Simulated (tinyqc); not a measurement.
Off-state leakage of single and stacked transistors: one step of the calculation.

n-channel devices of unit width. Subthreshold current I(Vg, Vs, Vd) = I0 (T/300 K)^0.5 exp[(Vg - Vs - VT(T) - gb (Vs - Vb) + dd (Vd - Vs))/(nf Vt)] (1 - exp(-(Vd - Vs)/Vt)), VT(T) = VT - cT (T - 300 K). Gate-edge tunnelling Ig (Vd/1 V) exp(ag (Vd - 1 V)), for a gate at 0 V, and band-to-band leakage Ab u exp(-Bb/u), u = Vd - Vb + 1 V, flow at a drain held at V; both are taken as independent of T. In a stack of off transistors (all gates at 0 V) the same subthreshold current passes through each.

Task. Leakage of one transistor. Vg = Vs = 0, Vd = V; effective threshold VT(T) - gb Vb - dd V.

Parameters, values chosen for the exercise; values of the order met in bulk silicon logic transistors:

| symbol | value | unit | meaning |
|---|---|---|---|
| T | 300 | K | temperature |
| V | 0.9 | V | supply voltage |
| VT | 0.28 | V | threshold at 300 K, zero drain and body bias |
| cT | 0.7 | mV/K | fall of the threshold with temperature |
| I0 | 0.92 | uA/um | current at threshold at 300 K |
| nf | 1.46 |  | slope factor |
| dd | 0.12 |  | drain-induced lowering per volt |
| gb | 0.19 |  | rise of the threshold per volt of source-body bias |
| Ig | 0.0004 | uA/um | gate-edge tunnelling current at 1 V |
| ag | 5.4 | 1/V | exponential slope of the gate current |
| Ab | 200 | uA/(um V) | prefactor of band-to-band leakage at the drain |
| Bb | 28 | V | its exponential voltage |
| Vb | -0.3 | V | body voltage |

Constants: q = 1.602176634e-19 C, kB = 1.380649e-23 J/K, Vt = kB T/q. Results are converted to the units shown.

Wanted: effective threshold; parts; total; shares.

Result.

effective threshold = 0.22900 V
parts (nA/um): subthreshold 2.1322, gate edge 0.20979, band-to-band 1.3064
total = 3.6484 nA/um
shares (%): subthreshold 58.443, gate edge 5.7502, band-to-band 35.807

The subthreshold part is the largest.

tinyqc, about 0.03 s, one thread, Intel Xeon 2.30GHz (shared host): `OMP_NUM_THREADS=1 python tinyqc.py 2242145 2242146 out.jsonl`
